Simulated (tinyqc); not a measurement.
Potential-pH (Pourbaix) lines of a metal, its cation, its oxide and an oxyanion, with a complexing ligand. Changing the total ligand c_L. Computed by tinyqc, a small Python program. Command: `OMP_NUM_THREADS=1 python tinyqc.py 3011911 3011912 out.jsonl pourb sweep`. One thread of a shared host (Intel(R) Xeon(R) Processor @ 2.30GHz), about 0.02 s of CPU time with the checks.

Potentials are against the standard hydrogen electrode; solids and water have unit activity; dG_f of M, H+ and the electron is zero; F = e N_A and s = R T ln(10)/F. The cation carries z = 2.

Inputs (values chosen for the exercise, modelled on tin):

| quantity | value | unit |
|---|---|---|
| dG_f of the cation | -26.98 | kJ/mol |
| dG_f of the oxide | -251.88 | kJ/mol |
| dG_f of the oxyanion | -309.3 | kJ/mol |
| dG_f of water | -237.14 | kJ/mol |
| temperature T | 298.15 | K |
| log10 of the dissolved activity a | -4 | - |
| pH | 6.1 | - |
| potential E | -0.67 | V |
| log10 of the stability constant beta of ML | 3.6 | - |
| pKa of HL | 7.6 | - |
| limiting current density i_L | 0.0022 | A/cm^2 |
| molar volume V_m | 16.3 | cm^3/mol |

Species: M, M2+, MO, MO2(2-).

exchange current densities, metal and cathodic (A/cm^2): 3.2e-06  9.6e-12

Tafel slopes, anodic and cathodic (mV/decade): 75  105

Constants: R = 8.314462618 J/(mol K); e = 1.602176634e-19 C; N_A = 6.02214076e+23 1/mol.

Method:
- M2+ + 2e = M; MO + 2H+ + 2e = M + H2O; MO2(2-) + 4H+ + 2e = M + 2H2O. For each, E0 = -dG/(z F), and E = E0 + (s/z) log10 a - (s n_H/z) pH, with no activity term for the oxide.
- The metal is stable below the lowest of the three lines; above it, the species of the lowest line is stable. Water lines at 1 bar: hydrogen E = -s pH, oxygen E = -dG_f(water)/(2F) - s pH.
- The free ligand is c_L/(1 + 10^(pKa - pH)) (ligand in excess); dissolved metal is a in all, so the free cation is a/alpha, alpha = 1 + beta [L]; the cation line drops by (s/z) log10 alpha.
- Anodic i = i0a 10^((E - E_a)/b_a) with E_a the cation line with ligand; cathodic i = i0c 10^((E_c - E)/b_c) with E_c the oxygen line; supply caps the cathodic current, 1/i_c = 1/i(Tafel) + 1/i_L. E_corr makes the two currents equal. Without the cap it would be [b_c E_a + b_a E_c + b_a b_c log10(i0c/i0a)]/(b_a + b_c). Rate = i V_m/(z F). Films are left out.

One run for each value:

| total ligand c_L (mol/L) | log10 alpha | cation line with ligand (V) | etch rate (nm/min) | that line less the oxide line (V) |
|---|---|---|---|---|
| 1.00e-05 | 5.297e-04 | -0.2581 | 81.6 | 0.1791 |
| 4.00e-05 | 2.115e-03 | -0.2582 | 81.6 | 0.1791 |
| 2.00e-04 | 1.047e-02 | -0.2584 | 81.7 | 0.1788 |
| 7.00e-04 | 3.560e-02 | -0.2592 | 82.0 | 0.1781 |
| 3.00e-03 | 1.355e-01 | -0.2621 | 83.2 | 0.1751 |
| 1.00e-02 | 3.464e-01 | -0.2684 | 85.6 | 0.1689 |
| 2.00e-01 | 1.405e+00 | -0.2997 | 95.7 | 0.1376 |
| 1.00e+00 | 2.090e+00 | -0.3200 | 100.5 | 0.1173 |

Give the missing row, total ligand c_L (mol/L) = 6.00e-02.

Computed row; columns: (1) total ligand c_L (mol/L); (2) log10 alpha; (3) cation line with ligand (V); (4) etch rate (nm/min); (5) that line less the oxide line (V):
```
(1)             (2)      (3)   (4)     (5)
6.00e-02  9.202e-01  -0.2854  91.5  0.1519
```

Interpolating between the two neighbouring rows (the first column on a logarithmic scale, the others too where they are positive) misses most in log10 alpha, by 13 %. Over the rows, log10 alpha rises from 5.30e-4 to 2.09; cation line with ligand (V) falls from -0.258 to -0.320; etch rate (nm/min) rises from 81.6 to 100 (exponent d ln y / d ln x 1.7e-4 between the first rows and 0.030 between the last). Once beta [L] exceeds 1, each decade of ligand lowers the cation line by s/z; the etch rate rises with it.

Caution (all rows): other oxidation states, hydroxides and hydrides are left out, and the lines say nothing of rates. Caution (rows 1.00e-5, 4.00e-5, 2.00e-4, 7.00e-4): the ligand is not in tenfold excess over the metal, as assumed. Caution (all rows): at this pH the oxide, not the cation, is the stable product, and a film would cut the rate.
